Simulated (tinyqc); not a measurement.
Semiconducting tubes compared: carbon nanotube by zone folding.

Circumference C = n a1 + m a2, a = sqrt3 acc; d = a sqrt(n^2 + nm + m^2)/pi; tan(theta) = sqrt3 m/(2n + m); dR = gcd(2n + m, 2m + n); T = t1 a1 + t2 a2 with t1 = (2m + n)/dR, t2 = -(2n + m)/dR, |T| = sqrt3 pi d/dR; N = 2 (n^2 + nm + m^2)/dR hexagons a cell. On cutting line mu = 0 to N - 1 at x = k|T|/(2 pi) the phases are p1 = 2 pi (-t2 mu + m x)/N, p2 = 2 pi (t1 mu - n x)/N, and E = -/+ t |1 + exp(i p1) + exp(i p2)|.

Values chosen for the exercise (out of a larger set: near those used for carbon; not measured data): t = 2.66 eV (hopping); acc = 1.42 angstrom (bond length); tubes = ((7, 0), (7, 6), (14, 9), (9, 2), (10, 8), (10, 2), (9, 4)) (pairs (n, m)).

E11 and E22 are twice the two lowest band edges; the cone gives E11 d = 2 t acc and E22/E11 = 2.

Cases:

| (n,m) |
|---|
| (7,0) |
| (7,6) |
| (14,9) |
| (9,2) |
| (10,8) |
| (10,2) |
| (9,4) |

Rank the cases by E11 (eV), lowest first.

Answer: (14,9), (10,8), (9,4), (7,6), (10,2), (9,2), (7,0).

Tubes:

| (n,m) | d (angstrom) | theta (deg) | (n - m) mod 3 | E11 (eV) | E22 (eV) | E11 d/(2 t acc) | E22/E11 |
|---|---|---|---|---|---|---|---|
| (7,0) | 5.48 | 0.0 | 1 | 1.3139 | 2.9524 | 0.953 | 2.247 |
| (7,6) | 8.82 | 27.5 | 1 | 0.8496 | 1.6948 | 0.992 | 1.995 |
| (14,9) | 15.72 | 22.8 | 2 | 0.4827 | 0.9462 | 1.004 | 1.960 |
| (9,2) | 7.95 | 9.8 | 1 | 0.9238 | 1.9769 | 0.972 | 2.140 |
| (10,8) | 12.23 | 26.3 | 2 | 0.6187 | 1.2158 | 1.001 | 1.965 |
| (10,2) | 8.72 | 8.9 | 2 | 0.8856 | 1.6359 | 1.022 | 1.847 |
| (9,4) | 9.03 | 17.5 | 2 | 0.8473 | 1.6011 | 1.013 | 1.890 |

E11 follows 1/d first. For mod 1 the scaled E11 lies below one (0.953 to 0.992) and E22/E11 on both sides of two (1.995 to 2.247). For mod 2 the scaled E11 lies above one (1.001 to 1.022) and E22/E11 below two (1.847 to 1.965). The largest departure of the scaled E11 is that of (7,0); warping acts as cos(3 theta)/d, most for thin tubes near zigzag. Below about 8 angstrom curvature, left out of zone folding, changes the gaps further.

Program tinyqc; command `OMP_NUM_THREADS=1 python tinyqc.py 1482072 1482073 out.jsonl`; about 0.01 s on one thread of a shared Intel(R) Xeon(R) Processor @ 2.30GHz.
